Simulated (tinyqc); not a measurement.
Four-point probe on a layer of finite thickness.

Four collinear probes with spacing s on a wide layer of thickness w over an insulator: V/I = (rho/(2 pi s)) S, S = 1 + 4 sum_(k>=1) {[1 + (2 k w/s)^2]^(-1/2) - [4 + (2 k w/s)^2]^(-1/2)}. Thin-film reading rho = (pi/ln 2) w V/I times the factor F1 = 2 ln 2/((w/s) S); bulk reading rho = 2 pi s V/I times 1/S; closed estimate F1 = ln 2/ln[sinh(w/s)/sinh(w/(2 s))]. x = w/s.

Result of one run:
```
x      S      F1     1/S  estimate of F1
3  1.031  0.4484  0.9703          0.4476
```

What becomes of these results when the ratio w/s x is changed from 3 to 0.8, all else the same?

Result of the changed run:
```
x        S      F1     1/S  estimate of F1
0.8  1.793  0.9662  0.5576          0.8989
```

The whole series:
```
x        S      F1      1/S  estimate of F1
0.1  13.86   1.000  0.07213          0.9982
0.2  6.931   1.000   0.1443          0.9929
0.3  4.621   1.000   0.2164          0.9841
0.4  3.467  0.9995   0.2884          0.9721
0.6  2.330  0.9918   0.4293          0.9399
0.8  1.793  0.9662   0.5576          0.8989
1    1.504  0.9215   0.6647          0.8523
1.5  1.197  0.7719   0.8352          0.7285
2    1.094  0.6337   0.9142          0.6151
3    1.031  0.4484   0.9703          0.4476
5    1.007  0.2753   0.9931          0.2765
```

F1 falls from 1.000 to 0.275 while 1/S rises from 0.0721 to 0.993. Among the rows the thin-film formula is good to 1 % up to w/s = 0.6 and the bulk formula from w/s = 5 on. The closed estimate is within 7.6 % of the series.

Program tinyqc, `OMP_NUM_THREADS=1 python tinyqc.py 2850141 2850142 out.jsonl`; Intel Xeon 2.30GHz, shared host, one thread, about 0.04 s.
